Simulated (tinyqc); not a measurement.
Inside a calculation. Method: Hubbard chain of 6 sites. Computed by tinyqc, a small Python program that keeps every step. Settings: hopping = 0.54, U = 3.6, mixing = 1, iteration cap = 83. Command: `OMP_NUM_THREADS=1 python tinyqc.py 21133 21134 out.jsonl` (the two numbers bound the seeds that draw the settings). One thread of a shared host (Intel(R) Xeon(R) Processor @ 2.60GHz), about 0.2 s of CPU time with the checks.

one-body matrix (hopping and site energies) (eV), lower triangle:
```
,1,2,3,4,5,6
1,0.000000
2,-0.540000,0.000000
3,0.000000,-0.540000,0.000000
4,0.000000,0.000000,-0.540000,0.000000
5,0.000000,0.000000,0.000000,-0.540000,0.000000
6,0.000000,0.000000,0.000000,0.000000,-0.540000,0.000000
```

U = 3.600000 eV

electrons, up and down: 5  3

n(up) at the start (a guess, not normalised): 1 0.833000, 2 0.833000, 3 0.833000, 4 0.833000, 5 0.833000, 6 0.833000

n(down) at the start (a guess): 1 0.500000, 2 0.500000, 3 0.500000, 4 0.500000, 5 0.500000, 6 0.500000

Each step fills the lowest levels of T + U n(other spin) and sets n(new) = n + mixing (n(out) - n); stop when output and input agree to 1e-8.

Course of the cycle:
```
iteration,E (eV),largest |n(out) - n(in)|,mean |n_up - n_down|
1,6.14021565,1.13e-01,0.333333
2,6.00016716,2.23e-01,0.333333
3,5.92901952,5.73e-02,0.333333
4,5.90573690,6.87e-02,0.338775
5,5.88823358,5.38e-02,0.374648
6,5.85484228,9.89e-02,0.432370
7,5.80847377,6.23e-02,0.473878
8,5.76212310,1.15e-01,0.534245
9,5.73978733,2.70e-02,0.552268
10,5.73291744,4.24e-02,0.571391
11,5.73162071,5.00e-03,0.574722
...,...,...,...
15,5.73137832,9.61e-05,0.578730
16,5.73137825,1.39e-04,0.578787
17,5.73137824,1.30e-05,0.578796
18,5.73137823,1.88e-05,0.578803
19,5.73137823,1.75e-06,0.578804
20,5.73137823,2.53e-06,0.578805
21,5.73137823,2.36e-07,0.578806
22,5.73137823,3.41e-07,0.578806
23,5.73137823,3.18e-08,0.578806
24,5.73137823,4.61e-08,0.578806
25,5.73137823,4.40e-09,0.578806
```

Can the last value be used, and what does the course show?

No, though the log alone does not show it. Converged in 25 iterations. But random starts reach 5.51532 eV, so this is another stationary point, not the lowest one. Reruns (cap 100 unless said): mixing 0.2: not converged; mixing 0.5: not converged; mixing 0.9: converged in 29 to a higher stationary point (E = 5.73138). Before convergence this energy mixes input and output and is not variational, so it may rise towards its limit.
